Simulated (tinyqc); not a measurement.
# Arrhenius plot from several rate windows

Emission rate en = sn vth(T) Nc(T) exp(-Et/kB T) = sn g T^2 exp(-Et/kB T), g = vth Nc/(300 K)^2, as vth goes as T^0.5 and Nc as T^1.5 (degeneracy factor 1). Each window ew gives the temperature where en = ew.

Values chosen for this exercise; material values close to those of 4H silicon carbide: conduction-band density of states at 300 K Nc = 1.72e19 cm^-3; thermal velocity at 300 K vth = 2e7 cm/s; depth of the trap below the conduction edge Et = 0.26 eV; capture cross-section sn = 8.9e-16 cm^2.

Constants: q = 1.602176634e-19 C, kB = 1.380649e-23 J/K. Results are converted to the units shown.

Results:

| ew (1/s) | T peak (K) | q/kB T (1/eV) | ln(ew/T^2) | ln ew |
|---|---|---|---|---|
| 1.7 | 124.9 | 92.94 | -9.124 | 0.5306 |
| 5.1 | 130.3 | 89.04 | -8.111 | 1.629 |
| 15 | 136.2 | 85.23 | -7.120 | 2.708 |
| 140 | 150.0 | 77.38 | -5.079 | 4.942 |
| 430 | 158.0 | 73.46 | -4.061 | 6.064 |
| 1300 | 166.7 | 69.62 | -3.062 | 7.170 |
| 3900 | 176.3 | 65.83 | -2.075 | 8.269 |

Estimate the missing row, ew = 47 1/s.

Computed row:

| ew (1/s) | T peak (K) | q/kB T (1/eV) | ln(ew/T^2) | ln ew |
|---|---|---|---|---|
| 47 | 142.9 | 81.21 | -6.074 | 3.850 |

With this row back in the table: The peak rises from 125 to 176 K. ln(ew/T^2) against q/kB T is a straight line of slope -0.2600 eV, the trap depth. Its intercept gives sn = 8.90e-16 cm^2. Leaving out the T^2 gives 0.2854 eV, too high by about 2 kB T.

Program tinyqc, `OMP_NUM_THREADS=1 python tinyqc.py 2050104 2050105 out.jsonl`; Intel Xeon 2.30GHz, shared host, one thread, about 0.01 s.
